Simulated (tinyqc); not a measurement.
# MOS structure on a p-type body with a doping step (retrograde), non-linear Poisson equation by Newton steps: what changes with what

One dimension, insulator interface at x = 0, acceptor density N1 for x < x1 and Na beyond, net doping C = -(acceptor density). psi is counted from the intrinsic level: n = ni exp((psi - Vb)/Vt), p = ni exp(-psi/Vt); deep in the body psi_b = -Vt ln(Na/ni). The gate acts through Cox = eps0 eox/tox and has the potential psi_G = Vg - (phiM - chi - Vt ln(Nc/ni)). Boltzmann statistics, full ionisation, classical densities, no oxide or interface charge.

Parameters, values chosen for the exercise; band and dielectric values close to those of silicon:
- T = 400 K (temperature)
- Eg = 1.12 eV (band gap)
- eps_r = 11.5 (relative permittivity)
- Nc = 4.33e19 cm^-3 (conduction-band density of states at T)
- Nv = 4.08e19 cm^-3 (valence-band density of states at T)
- chi = 4.03 eV (electron affinity)
- Na = 1.7e17 cm^-3 (acceptor density deep in the body)
- eox = 3.9 (relative permittivity of the gate insulator (close to silicon dioxide))
- tox = 2.4 nm (insulator thickness)
- phiM = 4.72 eV (gate work function)
- Vb = 0 V (electron quasi-Fermi potential against the body)
- x1 = 63 nm (depth of the doping step)
- N1 = 1.7e16 cm^-3 (acceptor density above the step)

Constants: q = 1.602176634e-19 C, kB = 1.380649e-23 J/K, Vt = kB T/q, eps0 = 8.8541878128e-14 F/cm where lengths are in cm. Results are converted to the units shown.

Each table varies one quantity; the others keep the values above.

## Charge and capacitance against gate voltage

ni = sqrt(Nc Nv) exp(-Eg/(2 Vt)), Eg in volts. The Poisson equation d/dx(eps0 eps_r dpsi/dx) = -q (p - n + C), with eps0 eps_r dpsi/dx = -Cox (psi_G - psi_0) at x = 0, is solved on a mesh of about 600 nodes or more. N_inv is the integral of n less its value deep in the body. C_LF = Cox (1 - dpsi_0/dVg) with all carriers following; C_HF is the same with the electron quasi-Fermi level shifting uniformly so that N_inv stays fixed. The centroid is that of the same excess.

Result of one run:
```
Vg (V)  psi_0 - psi_b (V)  N_inv (cm^-2)  C_LF/Cox  C_HF/Cox  centroid (nm)
1.14                0.926        3.39e12     0.865    0.0704           1.60
```

What becomes of these results when the gate voltage against the body Vg is changed from 1.14 to 1.02 V, all else the same?

Result of the changed run:
```
Vg (V)  psi_0 - psi_b (V)  N_inv (cm^-2)  C_LF/Cox  C_HF/Cox  centroid (nm)
1.02                0.908        2.48e12     0.830    0.0702           1.82
```

The whole series:
```
Vg (V)  psi_0 - psi_b (V)  N_inv (cm^-2)  C_LF/Cox  C_HF/Cox  centroid (nm)
0.33                0.518         1.26e8    0.0777    0.0774           4.76
0.45                0.629         2.66e9    0.0800    0.0734           4.02
0.56                0.727        3.99e10     0.161    0.0706           3.52
0.68                0.809        3.33e11     0.482    0.0695           2.96
0.79                0.854        9.00e11     0.677    0.0697           2.48
0.91                0.886        1.68e12     0.779    0.0700           2.09
1.02                0.908        2.48e12     0.830    0.0702           1.82
1.14                0.926        3.39e12     0.865    0.0704           1.60
1.25                0.939        4.25e12     0.887    0.0706           1.45
```

N_inv goes from 1.26e8 to 4.25e12 cm^-2 and passes 2e11 cm^-2 at Vg = 0.643 V. Below threshold it takes 90.6 mV a decade between Vg = 0.33 and 0.45 V, against Vt ln 10 = 79.4 mV. C_LF/Cox is lowest, 0.0777, at Vg = 0.33 V among the rows listed and ends at 0.887, while C_HF/Cox ends at 0.0706. Between the last two rows q dN_inv/dVg is 0.875 Cox. Where the classical centroid is under about 2 nm, confinement would move the charge away from the interface and raise the threshold. Above about 2e12 cm^-2 degeneracy matters too.

## Effect of the electron quasi-Fermi potential against the body on threshold, swing and body effect

VT is the Vg at which N_inv = 2e11 cm^-2. m = 1/(dpsi_0/dVg) at N_inv = 1e8 cm^-2; the swing is the Vg between N_inv = 1e8 and 1e9 cm^-2; body coefficient [VT(Vb + 0.05 V) - VT(Vb)]/0.05 V - 1.

Effect of the electron quasi-Fermi potential against the body on threshold, swing and body effect:
```
Vb (V)  VT (V)  psi_0 - psi_b at VT (V)   m - 1  swing (mV/decade)  body coefficient
0        0.643                    0.788  0.0846               90.8             0.107
0.3      0.973                     1.10  0.0730               87.9            0.0890
0.6       1.30                     1.40  0.0655               86.5            0.0778
0.9       1.62                     1.71  0.0600               85.6            0.0699
1.2       1.94                     2.01  0.0557               85.0            0.0640
1.5       2.26                     2.31  0.0522               84.5            0.0594
1.8       2.58                     2.62  0.0493               84.2            0.0556
```

What does the comparison show?

As Vb goes from 0 to 1.8, VT rises from 0.643 to 2.58 V, the swing falls from 90.8 to 84.2 mV/decade and the body coefficient falls from 0.107 to 0.0556. The swing stays within 5.5 % of m Vt ln 10, and the body coefficient within 0.022 of m - 1.

tinyqc, about 0.3 s, one thread, Intel Xeon 2.30GHz (shared host): `OMP_NUM_THREADS=1 python tinyqc.py 2080080 2080081 out.jsonl`
